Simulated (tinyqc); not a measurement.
Stretching all distances: RHF, UHF, MP2, CISD and CCSD against full CI in the 6-311g basis, for H2, spin multiplicity 1. Computed by the program tinyqc with PySCF. All coordinates are multiplied by the scale. c0^2 is the weight of the RHF determinant in the lowest singlet FCI state (UHF is spin-contaminated and may lie near states of higher spin) and n(LUMO) the first natural occupation beyond the occupied space.

Geometry (angstrom):
```
atom       x       y       z
H     0.0000  0.0000  0.0000
H     0.0000  0.0000  0.6530
```

Full CI energy (hartree) and errors against it (kcal/mol):
```
scale  distance 1-2 (angstrom)    E(FCI)     RHF     UHF     MP2   CISD   CCSD  <S^2> UHF   c0^2  n(LUMO)
0.870                    0.568  -1.12281  14.333  14.333   3.754  0.000  0.000      0.000  0.990    0.014
1.060                    0.692  -1.15142  15.434  15.434   4.428  0.000  0.000      0.000  0.987    0.021
1.240                    0.810  -1.15134  16.952  16.952   5.345  0.000  0.000      0.000  0.982    0.031
1.420                    0.927  -1.13955  18.980  18.980   6.556  0.000  0.000      0.000  0.976    0.044
1.610                    1.051  -1.12184  21.675  21.675   8.169  0.000  0.000      0.000  0.966    0.063
1.980                    1.293  -1.08491  28.526  26.534  12.366  0.000  0.000      0.267  0.938    0.119
2.160                    1.410  -1.06864  32.623  25.031  14.940  0.000  0.000      0.480  0.919    0.157
2.350                    1.535  -1.05360  37.478  21.766  18.027  0.000  0.000      0.637  0.893    0.206
```

Estimate the missing row, scale = 1.8.

Computed row:
```
scale  distance 1-2 (angstrom)    E(FCI)     RHF     UHF     MP2   CISD   CCSD  <S^2> UHF   c0^2  n(LUMO)
1.800                    1.175  -1.10262  24.929  24.929  10.144  0.000  0.000      0.000  0.954    0.088
```

UHF parts from RHF first at scale 1.98 of those listed, where <S^2> leaves zero. The weight c0^2 goes from 0.99 to 0.89 and n(LUMO) from 0.01 to 0.21: static correlation grows as the bonds break into open-shell fragments. The spread of the error along the curve, which distorts its shape, is CISD 0.0, CCSD 0.0, UHF 12.2, MP2 14.3, RHF 23.1 kcal/mol. With two electrons CISD and CCSD are exact.
